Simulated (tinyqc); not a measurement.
## Signal and retention of a DRAM cell: effect of temperature

A stored one starts at Vd and leaks: Cs dV/dt = -I(V), I = a sqrt((V + Vb)/(Vd + Vb)) + b, with a = Ig exp[-(Eg1 q/kB)(1/T - 1/T0)] (generation in a depletion layer) and b = Is exp[-(Es q/kB)(1/T - 1/T0)]. The bit line is precharged to Vd/2, and charge sharing gives the signal (V - Vd/2) Cs/(Cs + Cb).

The cell fails below Vc = Vd/2 + dm (Cs + Cb)/Cs. With s = sqrt((Vc + Vb)/(Vd + Vb)), the time from Vd to Vc is t = [2 Cs (Vd + Vb)/a] [1 - s - (b/a) ln((a + b)/(a s + b))]. This time is the median of a log-normal spread: failing cells = Nc erfc(z/sqrt 2)/2, z = ln(t/tr)/sg.

Inputs (values chosen for the exercise):
```
symbol,value,unit,meaning
Vd,1.3,V,array voltage
Cs,23,fF,cell capacitance
Cb,108,fF,bit-line capacitance
dm,39,mV,smallest signal that the sense amplifier resolves
Vb,1.61,V,built-in plus back-bias voltage of the storage junction
Ig,4.8,fA,junction leakage at V = Vd and T0
Is,0.054,fA,voltage-independent leakage at the reference temperature0
Es,0.37,eV,activation energy of Is
T0,358,K,reference temperature
sg,0.99,,deviation of ln(retention time) over the cells
Nc,8.59e9,,cells
tr,128,ms,refresh interval
Eg1,0.57,eV,activation energy of Ig
```

Constants: q = 1.602176634e-19 C, kB = 1.380649e-23 J/K. Results are converted to the units shown.

Effect of temperature:
```
T (K)  a (fA)    b (fA)  retention time (s)  failing cells
298    0.1163  0.004827               84.33         0.2373
318    0.4698   0.01195               21.22           1048
338     1.609   0.02656               6.254        3.676e5
358     4.800   0.05400               2.107        2.004e7
368     7.930   0.07481               1.278        8.643e7
378     12.76    0.1019              0.7954        2.792e8
398     30.74    0.1803              0.3308        1.449e9
```

The retention time falls from 84.3 to 0.331 s, halving every 15.8 K at the hot end. Its apparent activation energy goes from 0.563 to 0.569 eV, between Es = 0.37 and Eg1 = 0.57 eV, as the share of a in the leakage grows from 96.0 to 99.4 %.

Range of the model: Real arrays also hold a tail of unusually leaky cells and cells whose retention varies in time, which this model lacks.

Program tinyqc, `OMP_NUM_THREADS=1 python tinyqc.py 2130064 2130065 out.jsonl`; Intel Xeon 2.30GHz, shared host, one thread, about 0.01 s.
